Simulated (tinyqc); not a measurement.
Geometry relaxation of a small cluster: one step, computed by the program tinyqc. Command: `OMP_NUM_THREADS=1 python tinyqc.py 3019429 3019430 out.jsonl relax walk`. One thread of a shared host (Intel(R) Xeon(R) Processor @ 2.30GHz), about 0.01 s of CPU time with the checks.

E = sum_(i<j) phi(r_ij), phi(r) = eps [exp(-2 alpha (r - r0)) - 2 exp(-alpha (r - r0))]; the force on i is -sum_j phi'(r_ij) (R_i - R_j)/r_ij.

Problem. The first two steps. FIRE with unit mass: if F.v > 0, v = (1 - a) v + a |v| F/|F|, and after more than 5 such steps in a row dt = min(1.1 dt, 5 dt0), a = 0.99 a; else v = 0, a = 0.1, and dt = dt/2 (not at the first step). Then v = v + dt F, R(new) = R + dt v. dt0 = sqrt(eta), a = 0.1 at first. No atom moves more than 0.3 angstrom a step (the whole step is scaled). Stop when the largest force component is below 1e-5 eV/angstrom.

Inputs (values chosen for the exercise, for model atoms):
```
quantity         value           unit
length r0         2.37       angstrom
well depth eps    0.23             eV
stiffness alpha   1.49     1/angstrom
step factor eta    0.3  angstrom^2/eV
```

Potential: Morse. Method: FIRE.

starting positions (angstrom):
```
           x      y      z
atom 1  0.13   0.13   0.09
atom 2  2.43  -0.12   0.09
atom 3  1.08   2.08  -0.14
atom 4  1.22   0.35   1.94
atom 5  1.37   0.68  -1.93
```

Give: positions after step 1; energy after step 1; positions after step 2; energy after step 2.

Solution.

positions after step 1 (angstrom):
```
            x       y       z
atom 1  0.028   0.046  -0.004
atom 2  2.445  -0.091   0.040
atom 3  1.139   2.110  -0.085
atom 4  1.248   0.403   2.008
atom 5  1.370   0.653  -1.909
```

energy after step 1 = -2.060 eV

positions after step 2 (angstrom):
```
             x       y       z
atom 1  -0.043  -0.035  -0.095
atom 2   2.425  -0.029  -0.004
atom 3   1.222   2.075   0.019
atom 4   1.267   0.489   2.003
atom 5   1.359   0.620  -1.872
```

energy after step 2 = -2.075 eV
